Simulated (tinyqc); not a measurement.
MOSFET in saturation, small-signal circuit and noise: two steps of the calculation.

Bias by the inversion coefficient IC = I/Ispec (charge-based model with velocity saturation; weak inversion below 0.1, strong above 10). Common-source circuit: gm, gds, Cgs, Cgd and Cj at the inner nodes, Rg in series with the gate; quasi-static, no source or drain resistance, no gate-body capacitance, no substrate network, no induced gate noise, so fmax is an upper estimate.

Values chosen for this exercise: temperature T = 273 K; gate length L = 350 nm; total gate width W = 5 um; gate capacitance Cox = 1.57 uF/cm^2; mobility mu = 220 cm^2/(V s); slope factor n = 1.21; velocity-saturation length Ls = 10 nm; inversion coefficient IC = 0.05; short-channel excess of the noise factor gw = 0.11; oxide trap density Nt = 1.9e17 cm^-3 eV^-1; tunnelling length into the oxide lt = 0.1 nm; Coulomb scattering coefficient ac = 0 V s/C; signal frequency f = 0.07 GHz.

Constants: q = 1.602176634e-19 C, kB = 1.380649e-23 J/K, Vt = kB T/q. Results are converted to the units shown.

Question 1. Current gain and unilateral power gain. |h21| = |Y21/Y11|; U = |Y21 - Y12|^2/(4 [Re Y11 Re Y22 - Re Y12 Re Y21]). Extrapolated at 20 dB a decade: f |h21| and f sqrt(U).

Y with Rg (mS):
```
                              1                              2
1  0.00000034993+0.00221338876i  -0.00000013212-0.00083566362i
2  0.01107219539-0.00083741415i   0.00007866351+0.00197986427i
```

Find: |h21|; U; f |h21|; f sqrt(U).

Answer 1.

|h21| = 5.017
U = 2.056e4
f |h21| = 0.3512 GHz
f sqrt(U) = 10.04 GHz

Question 2. Noise at the gate. Channel noise Sid = 4 kB T gam n gm with gam = (1/2 + (2/3) qs)/(1 + qs) + gw lc IC, qs = [sqrt(1 + 4 IC) - 1]/2, lc = Ls/L (the last term an empirical rise with velocity saturation); at the gate, white noise Sw = Sid/gm^2 + 4 kB T Rg. Number fluctuation with correlated mobility: S(f) = K/f, K = q^2 Vt lt Nt/(W L Cox^2) (1 + ac mu Cox I/gm)^2, Vt in eV with Nt per eV. Corner fc = K/Sw. Full shot noise would be 2 q I.

I = 0.33043096 uA
gm = 0.011072328 mS
Rg = 71.428571 ohm

Wanted: gam; Sid; Sid/(2 q I); sqrt(Sw); K; fc.

Answer 2.

gam = 0.5077
Sid = 1.026e-25 A^2/Hz
Sid/(2 q I) = 0.9686
sqrt(Sw) = 28.94 nV/Hz^0.5
K = 2.660e-11 V^2
fc = 0.03176 MHz

The gate resistance gives 0.13 % of the white noise power.

Numbers from tinyqc (`OMP_NUM_THREADS=1 python tinyqc.py 2150010 2150011 out.jsonl`; about 0.01 s on one thread of a shared Intel Xeon 2.30GHz).
